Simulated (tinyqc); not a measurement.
Inside a calculation. Method: UHF in the 6-311g basis, for He, spin multiplicity 1. One step of it, computed by the program tinyqc.

Question. Iteration 1: diagonalisation and new density. Diagonalise F' = X^T F X, C = X C', fill 1 alpha and 1 beta electrons from the bottom; D(s) = C_occ C_occ^T. Each column has its largest component positive (the first on a tie).

F(alpha) (hartree), order 1He 1s, 1He 2s, 1He 3s:
```
[[1.812243, -0.906445, -0.975703],
 [-0.906445, -0.379469, -0.637115],
 [-0.975703, -0.637115, -0.416101]]
```

F(beta) (hartree), order 1He 1s, 1He 2s, 1He 3s:
```
[[0.942638, -1.433621, -1.072320],
 [-1.433621, -0.614913, -0.517415],
 [-1.072320, -0.517415, -0.123326]]
```

X, order 1He 1s, 1He 2s, 1He 3s:
```
[[1.316564, -0.645914, 0.150682],
 [-0.645914, 1.855498, -0.771405],
 [0.150682, -0.771405, 1.436671]]
```

Give: F' = X^T F X; orbital energies; coefficients C; F' = X^T F X; orbital energies; coefficients C; D(alpha) after iteration 1; D(beta) after iteration 1.

Answer.

F' = X^T F X (alpha) (hartree):
```
[[4.2520, -3.0402, -0.1132],
 [-3.0402, 2.2263, -0.9358],
 [-0.1132, -0.9358, 0.1570]]
```

orbital energies (alpha) (hartree): [-0.7453, 0.9036, 6.4770]

coefficients C (alpha), order 1He 1s, 1He 2s, 1He 3s:
```
[[0.2191, -0.1460, -1.4505],
 [0.3593, -1.2377, 1.6716],
 [0.5705, 1.3753, -0.6818]]
```

F' = X^T F X (beta) (hartree):
```
[[3.4881, -3.3596, -0.0629],
 [-3.3596, 2.0518, -0.7575],
 [-0.0629, -0.7575, 0.4168]]
```

orbital energies (beta) (hartree): [-0.9583, 0.6778, 6.2372]

coefficients C (beta), order 1He 1s, 1He 2s, 1He 3s:
```
[[0.3228, -0.1015, -1.4348],
 [0.6557, -1.0185, 1.7285],
 [0.1335, 1.4695, -0.7103]]
```

D(alpha) after iteration 1, order 1He 1s, 1He 2s, 1He 3s:
```
[[0.0480, 0.0787, 0.1250],
 [0.0787, 0.1291, 0.2050],
 [0.1250, 0.2050, 0.3255]]
```

D(beta) after iteration 1, order 1He 1s, 1He 2s, 1He 3s:
```
[[0.1042, 0.2117, 0.0431],
 [0.2117, 0.4300, 0.0876],
 [0.0431, 0.0876, 0.0178]]
```
